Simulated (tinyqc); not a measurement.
Undoped symmetric double-gate MOSFET, analytic potential model: two steps of the calculation.

An undoped body of thickness ts between two equal insulators and tied gates; long channel, electrons only, n = ni exp((psi - V)/Vt) with V the quasi-Fermi potential (0 at the source, Vd at the drain), constant mobility, no quantisation. Across the body psi(x) = V - 2 Vt ln[(ts/(2 beta)) sqrt(q ni/(2 eps0 eps_r Vt)) cos(2 beta x/ts)], x from the centre. Q is the electron charge per area of the whole body.

Parameters, values chosen for the exercise; material values close to those of silicon:
- T = 300 K (temperature)
- eps_r = 11.5 (relative permittivity of the semiconductor)
- ts = 15 nm (body thickness)
- Vg = 0.29 V (gate voltage)

Constants: q = 1.602176634e-19 C, kB = 1.380649e-23 J/K, Vt = kB T/q, eps0 = 8.8541878128e-14 F/cm where lengths are in cm. Results are converted to the units shown.

Problem 1. beta at the source by Newton steps. With V = 0: f = ln(beta) - ln(cos beta) + 2 r beta tan(beta) - (Vg - V0)/(2 Vt); f' = 1/beta + tan(beta) + 2 r [tan(beta) + beta/cos^2(beta)]; beta(new) = beta - f/f'.

beta after iteration 1 = 0.35787164
r = 0.15950069
V0 = 0.34090524 V

Give: f; f'; beta after iteration 2.

Solution 1.

f = 0.065115
f' = 3.4177
beta after iteration 2 = 0.33882

Problem 2. Potential and electron density across the body at the source. psi(x) as above with V = 0 and beta = beta_s; n = ni exp(psi/Vt).

| point | x/ts |
|---|---|
| 0 | 0 |
| 1 | 0.1 |
| 2 | 0.2 |
| 3 | 0.3 |
| 4 | 0.4 |
| 5 | 0.45 |
| 6 | 0.5 |

beta_s = 0.33913458
ni = 1.5547593e10 cm^-3

Wanted: psi; n.

Solution 2.

| point | psi (V) | n (cm^-3) |
|---|---|---|
| 0 | 0.39499 | 6.7186e16 |
| 1 | 0.39511 | 6.7497e16 |
| 2 | 0.39547 | 6.8438e16 |
| 3 | 0.39607 | 7.0047e16 |
| 4 | 0.39692 | 7.2385e16 |
| 5 | 0.39744 | 7.3856e16 |
| 6 | 0.39803 | 7.5547e16 |

The density at the surface is 1.12 times that at the centre (1/cos^2 beta).

Computed by the program tinyqc: `OMP_NUM_THREADS=1 python tinyqc.py 2440096 2440097 out.jsonl`, one thread of a shared Intel Xeon 2.30GHz, about 0.01 s for the whole run.
